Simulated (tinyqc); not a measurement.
## ESD clamp with bipolar snapback, compact model and design window: effect of the drain ballast and contact resistance

The drain junction multiplies the current that enters it: Igen = (M - 1)(Ic + I0), M = 1/(1 - (Vj/BV)^n). The generated holes leave through the substrate resistance and the base of the parasitic npn: Igen = Vb/Rb + Ic/be, Ic = Is exp(Vb/Vt). Terminal current I = Ic + I0 + Igen and voltage V = Vj + I Ro, per width. Isothermal, constant gain.

For given Vb: Ic, Igen, M = 1 + Igen/(Ic + I0), Vj = BV (1 - 1/M)^(1/n), I and V. Vt1 is the maximum of V along the curve, Vh the following minimum, Vt2 the voltage at I = It2. It1 and Ih are the currents at Vt1 and Vh.

Inputs (values chosen for the exercise); values close to those of grounded-gate n-channel clamps: temperature T = 300 K; junction breakdown voltage BV = 7.4 V; exponent of the multiplication n = 3.9; current gain of the parasitic npn be = 10; saturation current Is = 2.6e-17 A/um; junction leakage I0 = 8.3e-11 A/um; substrate resistance Rb = 97000 ohm um; failure current for 100 ns It2 = 5.2 mA/um.

Constants: q = 1.602176634e-19 C, kB = 1.380649e-23 J/K, Vt = kB T/q. Results are converted to the units shown.

Effect of the drain ballast and contact resistance:
```
Ro (ohm um)  Vt1 (V)  It1 (uA/um)  Vh (V)  Ih (uA/um)  Vt2 (V)  Vt2 - Vt1 (V)
30             7.400        3.651   4.102        1641    4.175         -3.226
52             7.400        3.768   4.133        1234    4.289         -3.111
92             7.400        3.906   4.175       915.6    4.497         -2.903
160            7.401        4.050   4.229       684.0    4.851         -2.550
280            7.401        4.201   4.299       507.7    5.475         -1.927
490            7.402        4.356   4.390       375.3    6.567        -0.8354
860            7.404        4.513   4.507       275.5    8.491          1.087
1500           7.407        4.670   4.657       201.7    11.82          4.412
```

As Ro goes from 30 to 1500 ohm um, Vt1 stays near 7.40 V, It1 rises from 3.65 to 4.67 uA/um, Vh rises from 4.10 to 4.66 V and Vt2 rises from 4.17 to 11.8 V. Vt2 exceeds Vt1, the condition for all fingers to turn on, in 2 of the 8 rows. Ballast buys uniform turn-on with a higher clamping voltage.

Program tinyqc, `OMP_NUM_THREADS=1 python tinyqc.py 2670144 2670145 out.jsonl`; Intel Xeon 2.30GHz, shared host, one thread, about 0.02 s.
